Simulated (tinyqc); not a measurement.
Inside a calculation. Model: Raman shift of the zone-centre optical phonon of a diamond-structure crystal under stress. Computed by tinyqc, a small Python program that keeps every step. Command: `OMP_NUM_THREADS=1 python tinyqc.py 3004574 3004575 out.jsonl ramanstress walk`. One thread of a shared host (Intel(R) Xeon(R) Processor @ 2.30GHz), about 0.01 s of CPU time with the checks. Intermediate numbers are printed to about 5 digits and carried at full precision; extremes and crossings named in words are read from the listed rows.

Axes x, y, z are the cube axes. Strain shifts the threefold optical mode and can split it; p, q and r are the phonon deformation potentials.

Inputs (values chosen for the exercise, modelled on silicon):
```
quantity                             value      unit
unstrained frequency omega_0         521.6      1/cm
p/omega_0^2                           -1.8         -
q/omega_0^2                          -2.34         -
r/omega_0^2                         -0.679         -
C11                                  164.1       GPa
C12                                  64.52       GPa
C44                                  80.17       GPa
stress sigma (tension positive)      -0.17       GPa
polarisation angle phi                  30    degree
temperature coefficient d omega/dT  -0.021  1/(cm K)
local temperature T                    450         K
laser wavelength                     632.8        nm
```

Stress state: uniaxial. Axis: [210].

Constants: h = 6.62607015e-34 J s; c = 299792458 m/s; k_B = 1.380649e-23 J/K.

## Compliances

S11 = (C11 + C12)/D, S12 = -C12/D, D = (C11 - C12)(C11 + 2 C12), S44 = 1/C44.

S11 = 7.8319 1/TPa

S12 = -2.2103 1/TPa

S44 = 12.473 1/TPa

## Stress and strain tensors

Uniaxial stress along the unit vector n of the axis: sigma_ij = sigma n_i n_j. eps_xx = S11 sigma_xx + S12 (sigma_yy + sigma_zz), and cyclic; eps_xy = S44 sigma_xy/2 (tensor strain).

stress (GPa):
```
        x       y      z
x  -0.136  -0.068  0.000
y  -0.068  -0.034  0.000
z   0.000   0.000  0.000
```

strain (per mille):
```
          x         y        z
x  -0.98999  -0.42410  0.00000
y  -0.42410   0.03431  0.00000
z   0.00000   0.00000  0.37575
```

volume strain = -0.57993 per mille

## Secular matrix and shifts

Secular matrix: M_xx = p eps_xx + q (eps_yy + eps_zz), M_xy = 2 r eps_xy; its eigenvalues are omega^2 - omega_0^2, and the shifts are these over 2 omega_0.

M/(2 omega_0) (1/cm):
```
         x        y        z
x  0.21449  0.15020  0.00000
y  0.15020  0.35875  0.00000
z  0.00000  0.00000  0.40683
```

shifts, in rising order (1/cm): 0.12000  0.40683  0.45324

All three modes are split. Compression hardens every mode.

## Mean shift and Grueneisen parameter

gamma = -(p + 2q)/(6 omega_0^2); the mean of the three shifts is -gamma omega_0 x (volume strain).

mode Grueneisen parameter gamma = 1.08

mean shift = 0.32669 1/cm

## The line seen from a (001) surface

Backscattering from a (001) surface: incident polarisation (cos phi, sin phi, 0). With Raman tensors (R_z)_xy = (R_z)_yx = 1 and cyclic, only the z component u_z of a mode counts: I = u_z^2 sin^2(2 phi) for parallel and u_z^2 cos^2(2 phi) for crossed polarisers. An unresolved line sits at the intensity-weighted shift, which is M_zz/(2 omega_0).

total intensity, parallel = 0.75

total intensity, crossed = 0.25

shift of the observed line = 0.40683 1/cm

shift per stress = -2.3931 1/(cm GPa)

stress per shift = -417.86 MPa cm

The z-polarised mode is an eigenmode here, so one line is seen.

## The same stress in different states

Uniaxial: sigma n n^T; biaxial: sigma (1 - n n^T); hydrostatic: sigma 1. The line seen from (001) is taken as unresolved, at the intensity-weighted shift M_zz/(2 omega_0).

Shifts (1/cm):
```
state                   lowest   middle  highest  line seen from (001)
uniaxial [100]         0.16641  0.40683  0.40683               0.40683
uniaxial [110]         0.09887  0.40683  0.47437               0.40683
uniaxial [001]         0.16641  0.40683  0.40683               0.16641
uniaxial [111]         0.20152  0.20152  0.57703               0.32669
biaxial, normal [001]  0.57324  0.57324  0.81366               0.81366
biaxial, normal [111]  0.40304  0.77855  0.77855               0.65338
hydrostatic            0.98007  0.98007  0.98007               0.98007
```

Seen from (001), uniaxial stress along [100] and along [110] give the same shift (0.407), and equal biaxial stress in the plane gives twice as much (0.814), since only sigma_xx + sigma_yy and sigma_zz enter M_zz. Stress along [001] gives 0.166. One measured shift therefore fixes the stress only once its state is assumed: read as uniaxial in the plane, a shift implies twice the stress that it does read as biaxial.

## Heating mistaken for stress

A temperature above 300 K shifts the line by (d omega/dT)(T - 300 K); divided by the shift per stress it poses as a stress; the total shift adds it to the shift of the observed line. The anti-Stokes to Stokes ratio is [(omega_L + omega_0)/(omega_L - omega_0)]^3 exp(-h c omega_0/(k_B T)) in photon counts, omega_L = 1/wavelength, resonance effects left out.

thermal shift = -3.15 1/cm

apparent stress from heating = 1.3163 GPa

total shift = -2.7432 1/cm

anti-Stokes/Stokes ratio = 0.23002

Heating poses as tension, 774 % of the true stress in size; the intensity ratio gives T apart from the shift.

Checks made by the program: mean of the eigenvalues against the trace rule (relative difference below 1e-10); weighted mean of the modes against M_zz (relative difference below 1e-10).
